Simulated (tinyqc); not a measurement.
# Input admittance of a MOSFET at zero drain bias: distributed channel and distributed gate: dividing a fixed width into fingers

Source and drain grounded, strong inversion, w = 2 pi f, Cox = eps0 eox/tox. The channel is an RC line of resistance 1/(mu Cox Vo) per square fed from both ends, so one finger has the intrinsic admittance y = i w Cox L tanh(g)/g per width, g = (1/2) sqrt(i w tau), tau = L^2/(mu Vo). The vertical resistance rv/L is in series with y, the overlaps 2 i w Cov in parallel: y_t = 1/(1/y + rv/L) + 2 i w Cov. The gate strip is a line of Rsh/L per length loaded by y_t, so a finger has Y = y_t Wf tanh(k)/k, k = (Wf/sd) sqrt(y_t Rsh/L); the device has Nf Y.

Low-frequency limits, with c = Cox L and ct = c + 2 Cov: R_strip = Rsh Wf/(3 sd^2 L Nf), R_ch = (c/ct)^2 L/(12 mu Cox Vo Wf Nf), R_vert = (c/ct)^2 rv/(L Wf Nf), C = ct Wf Nf. Total width Wf Nf = 450 um; each finger also has a contact resistance Rc at each contacted end, which adds Rc/(sd Nf). The resistances are low-frequency limits, good while |k| is below about 1; the far-point signal is |1/cosh k| at f, without Rc.

Inputs (values chosen for the exercise); values of the order met in silicon radio-frequency transistors: relative permittivity of the gate insulator (close to silicon dioxide) eox = 3.9; insulator thickness tox = 2.4 nm; channel length L = 0.072 um; channel mobility mu = 230 cm^2/(V s); gate overdrive Vo = 0.65 V; sheet resistance of the gate Rsh = 21 ohm/square; vertical resistivity of the gate stack rv = 6 ohm um^2; number of ends at which a finger is contacted sd = 2; overlap and fringe capacitance on each side Cov = 0.29 fF/um; frequency f = 7.7 GHz.

Constants: eps0 = 8.8541878128e-14 F/cm where lengths are in cm. Results are converted to the units shown.

The same in every row: R_ch + R_vert (ohm) = 0.1016.

Result of one run:

| Nf | Wf (um) | R_strip (ohm) | Rc/(sd Nf) for Rc = 30 ohm (ohm) | sum (ohm) | signal at the far point |
|---|---|---|---|---|---|
| 128 | 3.516 | 0.6676 | 0.1172 | 0.8863 | 0.9995 |

What becomes of these results when the number of fingers Nf is changed from 128 to 32, all else the same?

Result of the changed run:

| Nf | Wf (um) | R_strip (ohm) | Rc/(sd Nf) for Rc = 30 ohm (ohm) | sum (ohm) | signal at the far point |
|---|---|---|---|---|---|
| 32 | 14.06 | 10.68 | 0.4688 | 11.25 | 0.9066 |

The whole series:

| Nf | Wf (um) | R_strip (ohm) | Rc/(sd Nf) for Rc = 30 ohm (ohm) | sum (ohm) | signal at the far point |
|---|---|---|---|---|---|
| 1 | 450.0 | 1.094e4 | 15.00 | 1.095e4 | 7.058e-11 |
| 2 | 225.0 | 2734 | 7.500 | 2742 | 1.188e-5 |
| 4 | 112.5 | 683.6 | 3.750 | 687.4 | 0.004875 |
| 8 | 56.25 | 170.9 | 1.875 | 172.9 | 0.09851 |
| 16 | 28.12 | 42.72 | 0.9375 | 43.76 | 0.4672 |
| 32 | 14.06 | 10.68 | 0.4688 | 11.25 | 0.9066 |
| 64 | 7.031 | 2.670 | 0.2344 | 3.006 | 0.9930 |
| 128 | 3.516 | 0.6676 | 0.1172 | 0.8863 | 0.9995 |

R_strip falls as 1/Nf^2, from 10900 to 0.668 ohm, the contact term as 1/Nf, and R_ch + R_vert stays at 0.102 ohm since the total width is fixed. The sum stays over 1.5 times that floor in every row. More fingers add wiring capacitance, which is left out.

Computed by the program tinyqc: `OMP_NUM_THREADS=1 python tinyqc.py 2262029 2262030 out.jsonl`, one thread of a shared Intel Xeon 2.30GHz, about 0.01 s for the whole run.
